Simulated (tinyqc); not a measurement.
# Worked calculation: elastic trap-assisted tunnelling through a dielectric

tinyqc, about 0.04 s, one thread, Intel Xeon 2.30GHz (shared host): `OMP_NUM_THREADS=1 python tinyqc.py 2370143 2370144 out.jsonl` Printed values are rounded.

Emitter at x = 0 (Fermi level 0), collector at x = t (Fermi level -V), band edge U(x) = phi - F x, F = V/t. A trap at x has the energy E = U(x) - Et. With G(u) = (4/(3 F)) sqrt(mo/C) max(u, 0)^1.5, C = hbar^2/(2 m0): S1 = G(phi - E) - G(Et), S2 = G(Et) - G(phi - V - E), T1,2 = exp(-S1,2). The steady rate through one trap is nu T1 T2 (f1 - f2)/(T1 + T2), f1 = f(E), f2 = f(E + V), f(y) = 1/(1 + exp(y/Vt)); both contacts offer states at E.

Parameters, values chosen for the exercise; dielectric values close to those of silicon dioxide:
- T = 350 K (temperature)
- phi = 3.09 eV (barrier above the emitter Fermi level)
- mo = 0.5 m0 (tunnelling mass)
- t = 6.5 nm (thickness)
- Et = 2.59 eV (trap depth below the band edge of the dielectric)
- Nt = 5.2e17 cm^-3 (trap density)
- nu = 1e13 1/s (attempt frequency)
- n = 9 (points of the grid)
- V = 2.1 V (voltage)
- xa = 2.37 nm (left end of the grid)
- xb = 3.4 nm (right end of the grid)

Constants: q = 1.602176634e-19 C, kB = 1.380649e-23 J/K, hbar = 1.054571817e-34 J s, m0 = 9.1093837015e-31 kg, Vt = kB T/q, hbar^2/(2 m0) = 0.0380998212 eV nm^2. Results are converted to the units shown.

Range of the model: Phonon-assisted (inelastic) capture, chains of traps and a spread of trap depths are left out.

## Rate through a trap near the best position

n equally spaced x from xa to xb, where nearly all of the current flows; J = q Nt times the integral of the rate, by Simpson's rule.

```
point   x (nm)     E (eV)       S1       S2   f1 - f2  rate (1/s)
0      2.37000  -0.265692  29.5860  41.2800  0.999851  1.18096e-5
1      2.49875  -0.307288  31.3001  40.2261  0.999962  3.38796e-5
2      2.62750  -0.348885  33.0247  39.1552  0.999991  9.86667e-5
3      2.75625  -0.390481  34.7598  38.0675  0.999998  2.83070e-4
4      2.88500  -0.432077  36.5053  36.9632  0.999999  5.42242e-4
5      3.01375  -0.473673  38.2611  35.8427   1.00000  2.22002e-4
6      3.14250  -0.515269  40.0272  34.7062   1.00000  4.11426e-5
7      3.27125  -0.556865  41.8035  33.5539   1.00000  6.99608e-6
8      3.40000  -0.598462  43.5900  32.3859   1.00000  1.17249e-6
```

J = 1.27320e-12 A/cm^2

A converged quadrature gives 1.334e-12 A/cm^2; this grid is 4.6 % below that. The rate peaks at x = 2.89 nm; traps sink below the emitter Fermi level beyond x = 1.55 nm.

## The best-placed trap against direct tunnelling

xs = 2.89 nm

At x = xs: E, S1, S2 and the occupation (T1 f1 + T2 f2)/(T1 + T2). Direct tunnelling at E = 0 has S = (4/(3 F)) sqrt(mo/C) [phi^1.5 - max(phi - V, 0)^1.5].

E = -0.433692 eV
S1 = 36.5733
S2 = 36.9200
occupation = 0.585826
S of direct tunnelling = 66.4803

The harder of the two steps has S = 36.9, 55.5 % of the direct exponent: the trap splits one long tunnelling path into two short ones.
